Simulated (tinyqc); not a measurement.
Finite-difference solution of the diffusion equation on a small grid. Changing the time step dt. Computed by tinyqc, a small Python program. Command: `OMP_NUM_THREADS=1 python tinyqc.py 3007753 3007754 out.jsonl fdiff sweep`. One thread of a shared host (Intel(R) Xeon(R) Processor @ 2.30GHz), about 0.01 s of CPU time with the checks.

dC/dt = D d2C/dx2 on nodes x_j = j dx, j = 0..8; the far end is sealed.

Inputs (values chosen for the exercise): diffusivity D = 2 nm^2/s; grid spacing dx = 25 nm; final time t_f = 10400 s.

Boundary at x = 0: sealed surface. Scheme: implicit.

start values C_j, j = 0, 1, ... (% of a reference): [5.53, 39.9, 59, 100, 68.3, 33.4, 2.01, 0, 0]

Method:
- The operator M acts as (M C)_j = C_(j-1) - 2 C_j + C_(j+1); at the sealed far end a mirror node gives 2 C_(N-2) - 2 C_(N-1); at j = 0, a mirror node gives 2 C_1 - 2 C_0.
- r = D dt/dx^2.
- With r = D dt/dx^2: (1 - theta r M) C(new) = (1 + (1 - theta) r M) C(old); theta = 0 explicit, 1 implicit, 1/2 Crank-Nicolson.
- The run takes n = round(t_f/dt) steps of length t_f/n.
- The dose is the trapezoidal sum of C dx; the error is the largest difference from exp(M D t/dx^2) C(0), the exact time evolution on the same grid.

One run for each value:
```
time step dt (s)  largest error at t_f (%)  mesh ratio r  final C_4 (%)  final dose (% nm)
40.625                              0.0084          0.13         38.172           7634.375
81.250                              0.0171          0.26         38.172           7634.375
162.500                             0.0349          0.52         38.172           7634.375
325.000                             0.0728          1.04         38.172           7634.375
650.000                             0.1570          2.08         38.172           7634.375
1300.000                            0.3559          4.16         38.174           7634.375
2600.000                            0.8586          8.32         38.200           7634.375
5200.000                            2.1834         16.64         38.458           7634.375
```

Describe and explain the trends.

Over the rows, largest error at t_f (%) rises from 0.00843 to 2.18 (exponent d ln y / d ln x 1.0 between the first rows and 1.3 between the last). At the low end the exponent of largest error at t_f is 1.02, close to 1: first order in the step.

Extremes, crossings and ranges named in words are read from the listed rows.
